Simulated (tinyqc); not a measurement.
Sublattice potential against complex hopping: Haldane model. Computed by the program tinyqc. H_AA = delta - 2 t2 sum cos(k.b + phi), H_BB = -delta - 2 t2 sum cos(k.b - phi), H_AB = -t1 (1 + exp(-i k.a1) + exp(-i k.a2)), b = a1, a2 - a1, -a2, m = 3 sqrt3 t2 sin(phi); the sign of the Chern number follows the orientation k1 then k2.

Honeycomb lattice:
```
parameter      value
t1 (eV)     1.000000
t2 (eV)     0.100000
phi (rad)  -1.460000
```

Gaps at the two valleys (eV) and Chern number of the lower band (12 x 12 mesh):
```
delta   gap 2|delta - m|  gap 2|delta + m|  Chern number
-0.930             0.827             2.893             0
-0.671             0.309             2.375             0
-0.310             0.413             1.653             1
0.000              1.033             1.033             1
0.207              1.447             0.619             1
0.387              1.807             0.259             1
0.646              2.325             0.259             0
1.033              3.099             1.033             0
```

What does the comparison show, and why?

Here |m| = 0.5164 eV. For |delta| < |m| the two valleys have masses of opposite sign and the Chern number is +/-1; one gap closes at |delta| = |m|, and beyond it the band is trivial.
